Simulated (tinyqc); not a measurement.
From results back to parameters: density of states of one tight-binding band on the simple cubic lattice. Three cases, with inputs chosen for the exercise.

Problem. For E(k) = -2 t (c1 + c2 + c3) - 4 t2 (c1 c2 + c2 c3 + c3 c1), ci = cos(2 pi ki), two differences between symmetry points are known: Gamma = (0, 0, 0), X = (1/2, 0, 0), M = (1/2, 1/2, 0), R = (1/2, 1/2, 1/2).

Find: t; t2; E(R) - E(M).

Method. E(Gamma) = -6t - 12 t2, E(X) = -2t + 4 t2, E(M) = 2t + 4 t2, E(R) = 6t - 12 t2.

Case 1.

E(X) - E(Gamma) = 5.7200 eV
E(M) - E(X) = 5.7200 eV

Solution.

t = 1.430 eV
t2 = 0.000 eV
E(R) - E(M) = 5.720 eV

Case 2.

E(X) - E(Gamma) = 5.2000 eV
E(M) - E(X) = 4.2400 eV

Solution.

t = 1.060 eV
t2 = 0.060 eV
E(R) - E(M) = 3.280 eV

Case 3.

E(X) - E(Gamma) = 5.2000 eV
E(M) - E(X) = 5.2000 eV

Solution.

t = 1.300 eV
t2 = 0.000 eV
E(R) - E(M) = 5.200 eV

Computed by tinyqc, one run a case: `OMP_NUM_THREADS=1 python tinyqc.py N N+1 out.jsonl` with N = 1651029, 1651069, 1651096; one thread of a shared Intel(R) Xeon(R) Processor @ 2.30GHz, about 0.3 s a run at most.
